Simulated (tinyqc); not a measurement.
Inside a calculation (part 1 of 2). Method: RHF in the sto-3g basis, for BeH2, spin multiplicity 1. Computed by tinyqc, a small Python program that keeps every step (integrals from PySCF). Settings: charge = 0, multiplicity = 1, basis = sto-3g, energy threshold = 1e-08, iteration cap = 51, orthogonalisation = symmetric, start = core, DIIS depth = 8, method = RHF. Command: `OMP_NUM_THREADS=1 python tinyqc.py 24635 24636 out.jsonl` (the two numbers bound the seeds that draw the settings). One thread of a shared host (Intel(R) Xeon(R) Processor @ 2.60GHz), about 0.07 s of CPU time with the checks. Later iterations appear only in the table of the cycle.

## One-electron integrals

Geometry (angstrom):
```
atom         x          y         z
Be    0.000000   0.000000  0.000000
H     0.000000   1.503000  0.033000
H     0.000000  -1.514000  0.033000
```

Basis sto-3g: exponents (1/bohr^2) and contraction coefficients of normalised primitives:
```
element  l (shell)   exponent  coefficient
Be           s (1)  30.167871     0.154329
Be           s (1)   5.495115     0.535328
Be           s (1)   1.487193     0.444635
Be           s (2)   1.314833    -0.099967
Be           s (2)   0.305539     0.399513
Be           s (2)   0.099371     0.700115
Be           p (3)   1.314833     0.155916
Be           p (3)   0.305539     0.607684
Be           p (3)   0.099371     0.391957
H            s (1)   3.425251     0.154329
H            s (1)   0.623914     0.535328
H            s (1)   0.168855     0.444635
```

Overlap, kinetic and nuclear-attraction integrals over the contracted functions; the nuclear repulsion is the sum of Za Zb / Rab.

nuclear repulsion = 2.98114012 hartree

overlap S, order 1Be 1s, 1Be 2s, 1Be 2px, 1Be 2py, 1Be 2pz, 2H 1s, 3H 1s:
```
[[1.000000, 0.259517, 0.000000, 0.000000, 0.000000, 0.048521, 0.047366],
 [0.259517, 1.000000, 0.000000, 0.000000, 0.000000, 0.395679, 0.391503],
 [0.000000, 0.000000, 1.000000, 0.000000, 0.000000, 0.000000, 0.000000],
 [0.000000, 0.000000, 0.000000, 1.000000, 0.000000, 0.475801, -0.472219],
 [0.000000, 0.000000, 0.000000, 0.000000, 1.000000, 0.010447, 0.010293],
 [0.048521, 0.395679, 0.000000, 0.475801, 0.010447, 1.000000, 0.017617],
 [0.047366, 0.391503, 0.000000, -0.472219, 0.010293, 0.017617, 1.000000]]
```

kinetic energy T (hartree), order 1Be 1s, 1Be 2s, 1Be 2px, 1Be 2py, 1Be 2pz, 2H 1s, 3H 1s:
```
[[6.693975, -0.033012, 0.000000, 0.000000, 0.000000, -0.013219, -0.012965],
 [-0.033012, 0.211111, 0.000000, 0.000000, 0.000000, 0.046309, 0.044961],
 [0.000000, 0.000000, 0.660592, 0.000000, 0.000000, 0.000000, 0.000000],
 [0.000000, 0.000000, 0.000000, 0.660592, 0.000000, 0.142779, -0.139644],
 [0.000000, 0.000000, 0.000000, 0.000000, 0.660592, 0.003135, 0.003044],
 [-0.013219, 0.046309, 0.000000, 0.142779, 0.003135, 0.760032, -0.006492],
 [-0.012965, 0.044961, 0.000000, -0.139644, 0.003044, -0.006492, 0.760032]]
```

nuclear attraction V (hartree), order 1Be 1s, 1Be 2s, 1Be 2px, 1Be 2py, 1Be 2pz, 2H 1s, 3H 1s:
```
[[-15.262528, -2.081280, 0.000000, -0.000207, -0.000621, -0.387389, -0.378094],
 [-2.081280, -2.986458, 0.000000, -0.001229, -0.005629, -1.101868, -1.086502],
 [0.000000, 0.000000, -2.902921, 0.000000, 0.000000, 0.000000, 0.000000],
 [-0.000207, -0.001229, 0.000000, -3.098174, -0.000042, -1.292241, 1.277645],
 [-0.000621, -0.005629, 0.000000, -0.000042, -2.903015, -0.028877, -0.028347],
 [-0.387389, -1.101868, 0.000000, -1.292241, -0.028877, -2.804377, -0.058323],
 [-0.378094, -1.086502, 0.000000, 1.277645, -0.028347, -0.058323, -2.794452]]
```

core Hamiltonian H = T + V (hartree), order 1Be 1s, 1Be 2s, 1Be 2px, 1Be 2py, 1Be 2pz, 2H 1s, 3H 1s:
```
[[-8.568553, -2.114292, 0.000000, -0.000207, -0.000621, -0.400608, -0.391059],
 [-2.114292, -2.775348, 0.000000, -0.001229, -0.005629, -1.055559, -1.041542],
 [0.000000, 0.000000, -2.242329, 0.000000, 0.000000, 0.000000, 0.000000],
 [-0.000207, -0.001229, 0.000000, -2.437582, -0.000042, -1.149461, 1.138001],
 [-0.000621, -0.005629, 0.000000, -0.000042, -2.242423, -0.025743, -0.025304],
 [-0.400608, -1.055559, 0.000000, -1.149461, -0.025743, -2.044345, -0.064814],
 [-0.391059, -1.041542, 0.000000, 1.138001, -0.025304, -0.064814, -2.034420]]
```

## Two-electron integrals

Functions are numbered as in S; the eight-fold symmetry (ij|kl) = (ji|kl) = (kl|ij) leaves the list below.

Two-electron integrals (ij|kl) in chemists' order, unique and non-zero (hartree):
```
(11|11) 2.298831    (21|11) 0.392036    (21|21) 0.079539    (22|11) 0.570988
(22|21) 0.143041    (22|22) 0.417683    (31|31) 0.014607    (32|31) 0.021888
(32|32) 0.092265    (33|11) 0.569578    (33|21) 0.143083    (33|22) 0.417589
(33|33) 0.449859    (41|41) 0.014607    (42|41) 0.021888    (42|42) 0.092265
(43|43) 0.024249    (44|11) 0.569578    (44|21) 0.143083    (44|22) 0.417589
(44|33) 0.401360    (44|44) 0.449859    (51|51) 0.014607    (52|51) 0.021888
(52|52) 0.092265    (53|53) 0.024249    (54|54) 0.024249    (55|11) 0.569578
(55|21) 0.143083    (55|22) 0.417589    (55|33) 0.401360    (55|44) 0.401360
(55|55) 0.449859    (61|11) 0.072376    (61|21) 0.014677    (61|22) 0.026622
(61|33) 0.026436    (61|41) 0.001295    (61|42) 0.002447    (61|44) 0.027008
(61|51) 0.000028    (61|52) 0.000054    (61|54) 0.000013    (61|55) 0.026436
(61|61) 0.002839    (62|11) 0.182549    (62|21) 0.046438    (62|22) 0.148634
(62|33) 0.142915    (62|41) 0.006066    (62|42) 0.037839    (62|44) 0.159929
(62|51) 0.000133    (62|52) 0.000831    (62|54) 0.000374    (62|55) 0.142923
(62|61) 0.009481    (62|62) 0.080044    (63|31) 0.004172    (63|32) 0.019752
(63|43) 0.006479    (63|53) 0.000142    (63|63) 0.007164    (64|11) 0.198433
(64|21) 0.051079    (64|22) 0.171367    (64|33) 0.161218    (64|41) 0.009816
(64|42) 0.058741    (64|44) 0.191482    (64|51) 0.000124    (64|52) 0.000856
(64|54) 0.000522    (64|55) 0.161227    (64|61) 0.010875    (64|62) 0.104765
(64|64) 0.141270    (65|11) 0.004357    (65|21) 0.001121    (65|22) 0.003763
(65|33) 0.003540    (65|41) 0.000124    (65|42) 0.000856    (65|44) 0.003920
(65|51) 0.004175    (65|52) 0.019771    (65|54) 0.006487    (65|55) 0.003824
(65|61) 0.000239    (65|62) 0.002300    (65|64) 0.002944    (65|65) 0.007228
(66|11) 0.350315    (66|21) 0.090689    (66|22) 0.325827    (66|33) 0.302345
(66|41) 0.013608    (66|42) 0.110559    (66|44) 0.372488    (66|51) 0.000299
(66|52) 0.002427    (66|54) 0.001540    (66|55) 0.302379    (66|61) 0.018949
(66|62) 0.224751    (66|64) 0.311771    (66|65) 0.006845    (66|66) 0.774606
(71|11) 0.070648    (71|21) 0.014326    (71|22) 0.025987    (71|33) 0.025806
(71|41) -0.001263   (71|42) -0.002388   (71|44) 0.026363    (71|51) 0.000028
(71|52) 0.000052    (71|54) -0.000012   (71|55) 0.025807    (71|61) 0.002532
(71|62) 0.007811    (71|64) 0.008299    (71|65) 0.000198    (71|66) 0.015101
(71|71) 0.002705    (72|11) 0.179841    (72|21) 0.045758    (72|22) 0.146669
(72|33) 0.141007    (72|41) -0.005974   (72|42) -0.037411   (72|44) 0.157852
(72|51) 0.000130    (72|52) 0.000815    (72|54) -0.000367   (72|55) 0.141015
(72|61) 0.007885    (72|62) 0.040126    (72|64) 0.042475    (72|65) 0.001139
(72|66) 0.082865    (72|71) 0.009119    (72|72) 0.078261    (73|31) 0.004089
(73|32) 0.019414    (73|43) -0.006388   (73|53) 0.000139    (73|63) 0.002783
(73|73) 0.006959    (74|11) -0.196096   (74|21) -0.050483   (74|22) -0.169592
(74|33) -0.159552   (74|41) 0.009657    (74|42) 0.058046    (74|44) -0.189492
(74|51) -0.000121   (74|52) -0.000842   (74|54) 0.000513    (74|55) -0.159560
(74|61) -0.008407   (74|62) -0.042647   (74|64) -0.043819   (74|65) -0.001193
(74|66) -0.087516   (74|71) -0.010486   (74|72) -0.102679   (74|74) 0.138719
(75|11) 0.004274    (75|21) 0.001100    (75|22) 0.003697    (75|33) 0.003478
(75|41) -0.000121   (75|42) -0.000842   (75|44) 0.003852    (75|51) 0.004092
(75|52) 0.019432    (75|54) -0.006396   (75|55) 0.003756    (75|61) 0.000200
(75|62) 0.001135    (75|64) 0.001184    (75|65) 0.002815    (75|66) 0.002391
(75|71) 0.000229    (75|72) 0.002238    (75|74) -0.002872   (75|75) 0.007021
(76|11) 0.010945    (76|21) 0.002709    (76|22) 0.007676    (76|33) 0.007566
(76|41) -1.37e-06   (76|42) -0.000010   (76|44) 0.007889    (76|51) 0.000016
(76|52) 0.000079    (76|54) -1.07e-07   (76|55) 0.007567    (76|61) 0.000506
(76|62) 0.002797    (76|64) 0.003270    (76|65) 0.000088    (76|66) 0.006283
(76|71) 0.000494    (76|72) 0.002770    (76|74) -0.003251   (76|75) 0.000087
(76|76) 0.000143    (77|11) 0.347846    (77|21) 0.090059    (77|22) 0.324144
(77|33) 0.300818    (77|41) -0.013435   (77|42) -0.109823   (77|44) 0.370489
(77|51) 0.000293    (77|52) 0.002394    (77|54) -0.001519   (77|55) 0.300851
(77|61) 0.015369    (77|62) 0.083615    (77|64) 0.087973    (77|65) 0.002421
(77|66) 0.175389    (77|71) 0.018357    (77|72) 0.222000    (77|74) -0.308564
(77|75) 0.006726    (77|76) 0.006283    (77|77) 0.774606
```

## Orthogonalisation

S = U s U^T; symmetric (Loewdin) form X = U s^(-1/2) U^T, so that X^T S X = 1.

eigenvalues of S: [0.320713, 0.416869, 0.950633, 1.000000, 1.000775, 1.648806, 1.662204]

X, order 1Be 1s, 1Be 2s, 1Be 2px, 1Be 2py, 1Be 2pz, 2H 1s, 3H 1s:
```
[[1.028574, -0.151716, 0.000000, -0.000102, -0.000414, 0.020758, 0.020767],
 [-0.151716, 1.183704, 0.000000, 0.002631, 0.004037, -0.251817, -0.246948],
 [0.000000, 0.000000, 1.000000, 0.000000, 0.000000, 0.000000, 0.000000],
 [-0.000102, 0.002631, 0.000000, 1.264208, 0.000081, -0.352118, 0.347766],
 [-0.000414, 0.004037, 0.000000, 0.000081, 1.000104, -0.006514, -0.006354],
 [0.020758, -0.251817, 0.000000, -0.352118, -0.006514, 1.211409, -0.068370],
 [0.020767, -0.246948, 0.000000, 0.347766, -0.006354, -0.068370, 1.206284]]
```

## Starting guess

The start is the orbitals of the core Hamiltonian; D = 2 C_occ C_occ^T.

D at the start, order 1Be 1s, 1Be 2s, 1Be 2px, 1Be 2py, 1Be 2pz, 2H 1s, 3H 1s:
```
[[2.138612, -0.518284, 0.000000, 0.001424, -0.014712, -0.023196, -0.021219],
 [-0.518284, 1.893011, 0.000000, -0.007121, 0.058852, 0.143061, 0.134645],
 [0.000000, 0.000000, 0.000000, 0.000000, 0.000000, 0.000000, 0.000000],
 [0.001424, -0.007121, 0.000000, 2.111054, -0.000208, -0.057374, 0.063389],
 [-0.014712, 0.058852, 0.000000, -0.000208, 0.001831, 0.004458, 0.004197],
 [-0.023196, 0.143061, 0.000000, -0.057374, 0.004458, 0.012469, 0.008580],
 [-0.021219, 0.134645, 0.000000, 0.063389, 0.004197, 0.008580, 0.011634]]
```

## Iteration 1: building the Fock matrix

J_ij = sum D_kl (ij|kl), K_ij = sum D_kl (ik|jl); F = H + J - 0.5 K; E = tr D H + tr D J / 2 - 0.25 tr D K + E_nn.

Coulomb J (hartree), order 1Be 1s, 1Be 2s, 1Be 2px, 1Be 2py, 1Be 2pz, 2H 1s, 3H 1s:
```
[[6.849626, 1.343365, 0.000000, -0.000038, 0.002267, 0.249715, 0.243760],
 [1.343365, 2.792399, 0.000000, 0.000208, 0.010862, 0.980444, 0.966531],
 [0.000000, 0.000000, 2.753595, 0.000000, 0.000000, 0.000000, 0.000000],
 [-0.000038, 0.000208, 0.000000, 2.859762, 0.000009, 1.123428, -1.110472],
 [0.002267, 0.010862, 0.000000, 0.000009, 2.753692, 0.026408, 0.025919],
 [0.249715, 0.980444, 0.000000, 1.123428, 0.026408, 2.107733, 0.052677],
 [0.243760, 0.966531, 0.000000, -1.110472, 0.025919, 0.052677, 2.093020]]
```

exchange K (hartree), order 1Be 1s, 1Be 2s, 1Be 2px, 1Be 2py, 1Be 2pz, 2H 1s, 3H 1s:
```
[[4.692867, 0.829040, 0.000000, -0.000066, 0.001500, 0.167859, 0.164042],
 [0.829040, 1.078909, 0.000000, -0.000216, 0.030114, 0.453654, 0.446354],
 [0.000000, 0.000000, 0.243624, 0.000000, 0.000000, 0.000000, 0.000000],
 [-0.000066, -0.000216, 0.000000, 1.121139, 0.000005, 0.468851, -0.461500],
 [0.001500, 0.030114, 0.000000, 0.000005, 0.244476, 0.013899, 0.013656],
 [0.167859, 0.453654, 0.000000, 0.468851, 0.013899, 0.483441, 0.015940],
 [0.164042, 0.446354, 0.000000, -0.461500, 0.013656, 0.015940, 0.469233]]
```

Fock matrix F (hartree), order 1Be 1s, 1Be 2s, 1Be 2px, 1Be 2py, 1Be 2pz, 2H 1s, 3H 1s:
```
[[-4.065360, -1.185447, 0.000000, -0.000212, 0.000896, -0.234823, -0.229320],
 [-1.185447, -0.522403, 0.000000, -0.000913, -0.009824, -0.301942, -0.298188],
 [0.000000, 0.000000, 0.389454, 0.000000, 0.000000, 0.000000, 0.000000],
 [-0.000212, -0.000913, 0.000000, -0.138390, -0.000036, -0.260458, 0.258279],
 [0.000896, -0.009824, 0.000000, -0.000036, 0.389031, -0.006284, -0.006212],
 [-0.234823, -0.301942, 0.000000, -0.260458, -0.006284, -0.178333, -0.020107],
 [-0.229320, -0.298188, 0.000000, 0.258279, -0.006212, -0.020107, -0.176017]]
```

total energy of this density = -14.86612509 hartree

## Iteration 1: diagonalisation and new density

Diagonalise F' = X^T F X, C = X C', fill 3 alpha and 3 beta electrons from the bottom; D = 2 C_occ C_occ^T. Each column has its largest component positive (the first on a tie).

F' = X^T F X (hartree):
```
[[-3.959267, -0.657250, 0.000000, -0.000120, 0.001537, -0.021759, -0.019978],
 [-0.657250, -0.105160, 0.000000, 0.002254, -0.004482, -0.253132, -0.248244],
 [0.000000, 0.000000, 0.389454, 0.000000, 0.000000, 0.000000, 0.000000],
 [-0.000120, 0.002254, 0.000000, 0.199341, 0.000075, -0.353160, 0.348640],
 [0.001537, -0.004482, 0.000000, 0.000075, 0.389200, -0.007633, -0.007462],
 [-0.021759, -0.253132, 0.000000, -0.353160, -0.007633, 0.098505, -0.077290],
 [-0.019978, -0.248244, 0.000000, 0.348640, -0.007462, -0.077290, 0.094116]]
```

orbital energies (hartree): [-4.070137, -0.332785, -0.309903, 0.356634, 0.389454, 0.389948, 0.682977]

coefficients C, order 1Be 1s, 1Be 2s, 1Be 2px, 1Be 2py, 1Be 2pz, 2H 1s, 3H 1s:
```
[[0.989716, -0.222977, 0.009014, -0.227475, 0.000000, -0.027382, -0.003623],
 [0.038580, 0.606008, -0.026124, 1.076720, 0.000000, 0.139080, 0.022470],
 [0.000000, 0.000000, 0.000000, 0.000000, 1.000000, 0.000000, 0.000000],
 [0.000068, 0.021891, 0.527363, -0.016648, 0.000000, -0.003062, 1.250712],
 [-0.000058, 0.011505, -0.000481, -0.123473, 0.000000, 0.992435, 0.001010],
 [-0.003459, 0.400965, 0.385777, -0.731600, 0.000000, -0.109710, -0.896200],
 [-0.003471, 0.367810, -0.418774, -0.754658, 0.000000, -0.113900, 0.865472]]
```

D after iteration 1, order 1Be 1s, 1Be 2s, 1Be 2px, 1Be 2py, 1Be 2pz, 2H 1s, 3H 1s:
```
[[2.058674, -0.194357, 0.000000, -0.000120, -0.005254, -0.178703, -0.178447],
 [-0.194357, 0.738832, 0.000000, -0.001016, 0.013965, 0.465553, 0.467403],
 [0.000000, 0.000000, 0.000000, 0.000000, 0.000000, 0.000000, 0.000000],
 [-0.000120, -0.001016, 0.000000, 0.557182, -0.000004, 0.424443, -0.425588],
 [-0.005254, 0.013965, 0.000000, -0.000004, 0.000265, 0.008855, 0.008867],
 [-0.178703, 0.465553, 0.000000, 0.424443, 0.008855, 0.619218, -0.028124],
 [-0.178447, 0.467403, 0.000000, -0.425588, 0.008867, -0.028124, 0.621335]]
```

## Iteration 2: building the Fock matrix

As before.

Coulomb J (hartree), order 1Be 1s, 1Be 2s, 1Be 2px, 1Be 2py, 1Be 2pz, 2H 1s, 3H 1s:
```
[[6.374481, 1.235586, 0.000000, 0.000195, 0.001405, 0.229944, 0.224409],
 [1.235586, 2.610653, 0.000000, 0.000727, 0.008969, 0.978787, 0.965955],
 [0.000000, 0.000000, 2.541935, 0.000000, 0.000000, 0.000000, 0.000000],
 [0.000195, 0.000727, 0.000000, 2.738036, 0.000022, 1.157127, -1.145161],
 [0.001405, 0.008969, 0.000000, 0.000022, 2.542029, 0.026487, 0.026026],
 [0.229944, 0.978787, 0.000000, 1.157127, 0.026487, 2.336277, 0.049719],
 [0.224409, 0.965955, 0.000000, -1.145161, 0.026026, 0.049719, 2.327742]]
```

exchange K (hartree), order 1Be 1s, 1Be 2s, 1Be 2px, 1Be 2py, 1Be 2pz, 2H 1s, 3H 1s:
```
[[4.628509, 0.814449, 0.000000, 0.000017, -0.000302, 0.154865, 0.151185],
 [0.814449, 0.870673, 0.000000, 0.001976, 0.016708, 0.561765, 0.556919],
 [0.000000, 0.000000, 0.156382, 0.000000, 0.000000, 0.000000, 0.000000],
 [0.000017, 0.001976, 0.000000, 0.942379, 0.000088, 0.639668, -0.635278],
 [-0.000302, 0.016708, 0.000000, 0.000088, 0.156748, 0.014127, 0.013944],
 [0.154865, 0.561765, 0.000000, 0.639668, 0.014127, 1.086173, 0.013148],
 [0.151185, 0.556919, 0.000000, -0.635278, 0.013944, 0.013148, 1.081818]]
```

Fock matrix F (hartree), order 1Be 1s, 1Be 2s, 1Be 2px, 1Be 2py, 1Be 2pz, 2H 1s, 3H 1s:
```
[[-4.508326, -1.285931, 0.000000, -0.000020, 0.000934, -0.248097, -0.242242],
 [-1.285931, -0.600031, 0.000000, -0.001491, -0.005014, -0.357654, -0.354046],
 [0.000000, 0.000000, 0.221415, 0.000000, 0.000000, 0.000000, 0.000000],
 [-0.000020, -0.001491, 0.000000, -0.170736, -0.000063, -0.312168, 0.310479],
 [0.000934, -0.005014, 0.000000, -0.000063, 0.221231, -0.006320, -0.006249],
 [-0.248097, -0.357654, 0.000000, -0.312168, -0.006320, -0.251154, -0.021669],
 [-0.242242, -0.354046, 0.000000, 0.310479, -0.006249, -0.021669, -0.247586]]
```

total energy of this density = -15.52841649 hartree

## Iteration 2: DIIS over 2 matrices

error matrix X^T (FDS - SDF) X:
```
[[0.000000, -0.017522, 0.000000, -0.000056, 0.001191, 0.010611, 0.010510],
 [0.017522, 0.000000, 0.000000, -0.000049, -0.003696, 0.015617, 0.015494],
 [0.000000, 0.000000, 0.000000, 0.000000, 0.000000, 0.000000, 0.000000],
 [0.000056, 0.000049, 0.000000, 0.000000, 0.000015, 0.035018, -0.034936],
 [-0.001191, 0.003696, 0.000000, -0.000015, 0.000000, 0.002911, 0.002926],
 [-0.010611, -0.015617, 0.000000, -0.035018, -0.002911, 0.000000, -0.000030],
 [-0.010510, -0.015494, 0.000000, 0.034936, -0.002926, 0.000030, 0.000000]]
```

B (overlaps of the stored error matrices):
```
[[1.7514443e+00, 8.9857457e-02],
 [8.9857457e-02, 6.9858552e-03]]
```

Minimise |sum c_i e_i|^2 with sum c_i = 1: solve [B -1; -1 0][c; lambda] = [0; -1] with B_ij = tr e_i^T e_j, and take F = sum c_i F_i.

DIIS coefficients: [-0.052493, 1.052493]

extrapolated F (hartree), order 1Be 1s, 1Be 2s, 1Be 2px, 1Be 2py, 1Be 2pz, 2H 1s, 3H 1s:
```
[[-4.531579, -1.291206, 0.000000, -0.000010, 0.000936, -0.248794, -0.242920],
 [-1.291206, -0.604106, 0.000000, -0.001521, -0.004762, -0.360578, -0.356978],
 [0.000000, 0.000000, 0.212594, 0.000000, 0.000000, 0.000000, 0.000000],
 [-0.000010, -0.001521, 0.000000, -0.172434, -0.000065, -0.314882, 0.313219],
 [0.000936, -0.004762, 0.000000, -0.000065, 0.212423, -0.006321, -0.006251],
 [-0.248794, -0.360578, 0.000000, -0.314882, -0.006321, -0.254977, -0.021751],
 [-0.242920, -0.356978, 0.000000, 0.313219, -0.006251, -0.021751, -0.251343]]
```

## Iteration 2: diagonalisation and new density

As before.

F' = X^T F X (hartree):
```
[[-4.421887, -0.700391, 0.000000, 0.000242, 0.000764, -0.014749, -0.012663],
 [-0.700391, -0.134759, 0.000000, 0.001222, 0.001241, -0.295481, -0.291907],
 [0.000000, 0.000000, 0.212594, 0.000000, 0.000000, 0.000000, 0.000000],
 [0.000242, 0.001222, 0.000000, 0.223481, 0.000033, -0.405803, 0.402782],
 [0.000764, 0.001241, 0.000000, 0.000033, 0.212595, -0.007594, -0.007464],
 [-0.014749, -0.295481, 0.000000, -0.405803, -0.007594, 0.059512, -0.083284],
 [-0.012663, -0.291907, 0.000000, 0.402782, -0.007464, -0.083284, 0.057408]]
```

orbital energies (hartree): [-4.535005, -0.430392, -0.390572, 0.212263, 0.212594, 0.384199, 0.755857]

coefficients C, order 1Be 1s, 1Be 2s, 1Be 2px, 1Be 2py, 1Be 2pz, 2H 1s, 3H 1s:
```
[[0.991766, -0.213883, 0.005422, 0.013087, 0.000000, -0.228680, -0.001842],
 [0.031673, 0.593249, -0.016616, -0.055162, 0.000000, 1.091845, 0.014095],
 [0.000000, 0.000000, 0.000000, 0.000000, 1.000000, 0.000000, 0.000000],
 [0.000021, 0.013126, 0.499100, 0.000041, 0.000000, -0.007365, 1.262470],
 [-0.000097, 0.006941, -0.000160, 0.998461, 0.000000, 0.057737, 0.000516],
 [-0.003903, 0.404858, 0.411418, 0.025543, 0.000000, -0.741628, -0.881024],
 [-0.003915, 0.382708, -0.433331, 0.025685, 0.000000, -0.751112, 0.862036]]
```

D after iteration 2, order 1Be 1s, 1Be 2s, 1Be 2px, 1Be 2py, 1Be 2pz, 2H 1s, 3H 1s:
```
[[2.058751, -0.191128, 0.000000, -0.000161, -0.003163, -0.176465, -0.176175],
 [-0.191128, 0.706447, 0.000000, -0.001011, 0.008235, 0.466443, 0.468235],
 [0.000000, 0.000000, 0.000000, 0.000000, 0.000000, 0.000000, 0.000000],
 [-0.000161, -0.001011, 0.000000, 0.498546, 0.000022, 0.421305, -0.422505],
 [-0.003163, 0.008235, 0.000000, 0.000022, 0.000096, 0.005489, 0.005453],
 [-0.176465, 0.466443, 0.000000, 0.421305, 0.005489, 0.666379, -0.046645],
 [-0.176175, 0.468235, 0.000000, -0.422505, 0.005453, -0.046645, 0.668513]]
```
